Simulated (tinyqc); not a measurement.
Time-dependent dielectric breakdown: cell percolation, Weibull statistics, area scaling and voltage extrapolation: one step, computed by the program tinyqc.

The oxide is divided into columns of area a^2, each holding m = t_ox/a cells (m is taken as continuous). A share lambda(t) = (t/t_1)^alpha of the cells is defective, and a column whose cells are all defective breaks down.

Question. Weibull parameters from the cell model. Failure fraction F = 1 - (1 - lambda^m)^N with N = A/a^2 columns, which for small lambda^m is 1 - exp(-(t/t63)^beta) with beta = alpha m and t63 = t_1 N^(-1/beta); critical share lambda(t63) = N^(-1/m). 1 um^2 = 1e6 nm^2.

Inputs (values chosen for the exercise, for a model gate oxide): oxide thickness t_ox = 2.1 nm; defect cell size a = 1.1 nm; exponent alpha of defect growth = 0.89; time t_1 at which the occupied share would reach 1 = 800000 s; test area A = 4 um^2.

Give: cells per column m; columns N; Weibull slope beta; characteristic life t63; critical share of defective cells.

Answer.

cells per column m = 1.909

columns N = 3.306e+06

Weibull slope beta = 1.699

characteristic life t63 = 116.5 s

critical share of defective cells = 3.847e-04

Times between F = 10 % and 90 % span a factor 6.14: the smaller beta = alpha m, the wider the scatter. Caution: t_1 is an input here; in a real oxide it changes with thickness at fixed voltage.
